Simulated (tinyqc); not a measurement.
Read current of a NAND string, cells in series solved by shooting: effect of the read voltage on the selected word line.

Cells in series, numbered from 0 at the source line (0 V) to the bit line, each followed by a gap resistance Rg. A cell with gate Vg, threshold VT, source Vs and drain Vd passes I = 2 nf K Vt^2 [F(Vs) - F(Vd)]/(1 + th max(Vg - VT, 0)), F(V) = ln^2(1 + exp((Vg - VT - nf V)/(2 nf Vt))). The selected cell has Vg = Vr, the others Vg = Vp.

For a trial current I start at 0 V and, cell by cell, solve for the drain: sqrt(F(Vd)) = sqrt(F(Vs) - I/k), k = 2 nf K Vt^2/(1 + th max(Vg - VT, 0)), Vd = [Vg - VT - 2 nf Vt ln(exp(sqrt F) - 1)]/nf, then add I Rg. The string current is the I for which the last node reaches Vbl. The apparent threshold is the Vr at which I = Is. Background: all other cells erased (VT = Ve) or all in the highest state (VT = Vh); ratio and shift are high over erased and high minus erased. The string has 128 cells and the selected one is cell 64.

Parameters, values chosen for the exercise; values of the order met in vertical NAND strings:
```
symbol  value    unit                              meaning
T         358       K                          temperature
K          16  uA/V^2                gain factor of a cell
nf        2.1                                 slope factor
th        0.1     1/V            mobility reduction factor
Rg        6.8    kohm  resistance of the gap between cells
Vbl       0.3       V                     bit-line voltage
Vp        7.1       V                         pass voltage
Ve         -1       V          threshold of an erased cell
Vh        3.6       V       threshold of the highest state
Vx        1.1       V       threshold of the selected cell
Is         20      nA                      sensing current
```

Constants: q = 1.602176634e-19 C, kB = 1.380649e-23 J/K, Vt = kB T/q. Results are converted to the units shown.

The same in every row: apparent VT, erased (V) = 1.119; apparent VT, high (V) = 1.147; background shift (mV) = 28.24.

Effect of the read voltage on the selected word line:

| Vr (V) | I, others erased (uA) | I, others high (uA) | ratio |
|---|---|---|---|
| 0.8 | 5.542e-4 | 5.482e-4 | 0.9893 |
| 1.2 | 0.03300 | 0.02656 | 0.8047 |
| 1.6 | 0.09703 | 0.06523 | 0.6723 |
| 2 | 0.1059 | 0.06893 | 0.6509 |
| 2.4 | 0.1076 | 0.06964 | 0.6471 |
| 2.8 | 0.1084 | 0.06994 | 0.6455 |
| 3.2 | 0.1088 | 0.07011 | 0.6446 |
| 3.6 | 0.1090 | 0.07022 | 0.6441 |

What does the table show?

As Vr goes from 0.8 to 3.6 V, the current with erased neighbours rises from 5.54e-4 to 0.109 uA, that with high neighbours rises from 5.48e-4 to 0.0702 uA and the ratio falls from 0.989 to 0.644. The apparent thresholds do not depend on Vr.

tinyqc, about 0.8 s, one thread, Intel Xeon 2.30GHz (shared host): `OMP_NUM_THREADS=1 python tinyqc.py 2142083 2142084 out.jsonl`
